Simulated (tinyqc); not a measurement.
Critical temperature from a phonon spectrum: McMillan, Allen-Dynes and the linearised Eliashberg equation: one step, computed by the program tinyqc. Command: `OMP_NUM_THREADS=1 python tinyqc.py 3014370 3014371 out.jsonl eliashberg walk`. One thread of a shared host (Intel(R) Xeon(R) Processor @ 2.30GHz), about 0.02 s of CPU time with the checks.

alpha^2 F(omega) = sum_i (lambda_i omega_i/2) delta(omega - omega_i), so that lambda = 2 int alpha^2 F/omega d omega = sum_i lambda_i.

Problem. Largest eigenvalue of the small kernel. K is the kernel of the linearised Eliashberg equation on the Matsubara points omega_n = (2n + 1) pi k_B T; T_c is where its largest eigenvalue rho is zero. Diagonalise K; at rho = 0 the eigenvector c is the gap function Delta_n/omega_n up to a factor; away from it Delta_n/Delta_0 = (2n + 1) c_n/c_0 is only an estimate.

Inputs (values chosen for the exercise, for a model metal): trial temperature = 13.2 K.

Peaks in alpha^2 F: two.

K:
```
          1         2         3          4          5          6
1  -0.57106   0.94172   0.69019    0.47278    0.30850    0.18917
2   0.94172  -4.10630   0.72431    0.52592    0.35344    0.22215
3   0.69019   0.72431  -7.29613    0.60497    0.43956    0.29028
4   0.47278   0.52592   0.60497  -10.16313    0.54181    0.39260
5   0.30850   0.35344   0.43956    0.54181  -12.80083    0.50626
6   0.18917   0.22215   0.29028    0.39260    0.50626  -15.28033
```

Give: largest eigenvalue rho; Delta_n/Delta_0.

Solution.

largest eigenvalue rho = -0.16450

Delta_n/Delta_0: 1.0000  0.8351  0.6735  0.5122  0.3683  0.2471

rho < 0: in this small matrix the trial temperature lies above T_c.
